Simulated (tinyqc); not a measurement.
Resistance of a source-drain extension with a graded tip: one step of the calculation.

y runs along the channel, the gate covers y > 0. The doping is N0 for y < y0 and N0 10^(-(y - y0)/la) beyond, uniform over the depth xj. Sheet conductance s(y) = q mu(N) max(N - Nch, 0) xj + (for y > 0) ma Cox Vo, with mu(N) = u0 + (u1 - u0)/(1 + (N/Nr)^au) and Cox = eps0 eox/tox. Current is taken as one-dimensional; depletion of the tip, spreading and the contact are left out. The metallurgical junction lies at yj, where N = Nch.

Question. Sheet resistances and junction position. yj = y0 + la log10(N0/Nch); sheet resistance of the full extension 1/[q mu(N0)(N0 - Nch) xj] and of the gate-induced layer 1/(ma Cox Vo); metallurgical length Lg - 2 yj; ye is where the doped and the gate-induced conductances are equal.

Parameters, values chosen for the exercise; mobility law close to that of electrons in silicon:

| symbol | value | unit | meaning |
|---|---|---|---|
| eox | 9.03 |  | relative permittivity of the gate insulator (close to aluminium oxide) |
| tox | 2.5 | nm | insulator thickness |
| N0 | 7e19 | cm^-3 | active doping of the extension far from the gate |
| la | 6 | nm/decade | lateral abruptness |
| y0 | 2.5 | nm | position under the gate where the fall begins (gate edge at 0) |
| xj | 14 | nm | depth of the extension |
| Nch | 8.5e17 | cm^-3 | channel doping |
| Vo | 0.82 | V | gate overdrive |
| ma | 92 | cm^2/(V s) | mobility of the gate-induced layer |
| u1 | 1414 | cm^2/(V s) | mobility at low doping |
| u0 | 68.5 | cm^2/(V s) | mobility at high doping |
| Nr | 9.2e16 | cm^-3 | reference doping |
| au | 0.711 |  | exponent |
| Lg | 90 | nm | gate length |

Constants: q = 1.602176634e-19 C, eps0 = 8.8541878128e-14 F/cm where lengths are in cm. Results are converted to the units shown.

Give: yj; sheet resistance of the extension; sheet resistance of the induced layer; metallurgical length; ye; N at ye.

Answer.

yj = 13.99 nm
sheet resistance of the extension = 801.7 ohm/square
sheet resistance of the induced layer = 4145 ohm/square
metallurgical length = 62.01 nm
ye = 7.496 nm
N at ye = 1.029e19 cm^-3

The gate takes over 6.50 nm before the junction, where N is still 12.1 times the channel doping.

Computed by the program tinyqc: `OMP_NUM_THREADS=1 python tinyqc.py 2282052 2282053 out.jsonl`, one thread of a shared Intel Xeon 2.30GHz, about 0.03 s for the whole run.
